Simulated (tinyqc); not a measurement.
## Gap and mass from two generation rates

Problem. In the two-band model the band-to-band tunnelling rate in a uniform field is G = A F^2 exp(-B/F), with B = pi sqrt(m/C) Eg^1.5/4 (V/nm), A = 1e21 (2 q/h) m Eg/(16 pi C B) for G in cm^-3 s^-1 and F in V/nm, C = hbar^2/(2 m0). Find B, A, Eg and m.

Constants: q = 1.602176634e-19 C, hbar = 1.054571817e-34 J s, h = 6.62607015e-34 J s, m0 = 9.1093837015e-31 kg, hbar^2/(2 m0) = 0.0380998212 eV nm^2. Results are converted to the units shown.

G at F = 0.028 and 0.051 V/nm (cm^-3 s^-1): [9.4020067e28, 2.9385626e30]

Answer. The slope of ln(G/F^2) against 1/F is -B and the intercept gives A. The product A B fixes m Eg, and B = (pi/4) Eg sqrt(m Eg/C) then gives Eg.

B = 0.1393 V/nm
A = 1.733e34 cm^-3 s^-1 (V/nm)^-2
Eg = 0.3540 eV
m = 0.02700 m0

Numbers from tinyqc (`OMP_NUM_THREADS=1 python tinyqc.py 2620006 2620007 out.jsonl`; about 0.01 s on one thread of a shared Intel Xeon 2.30GHz).
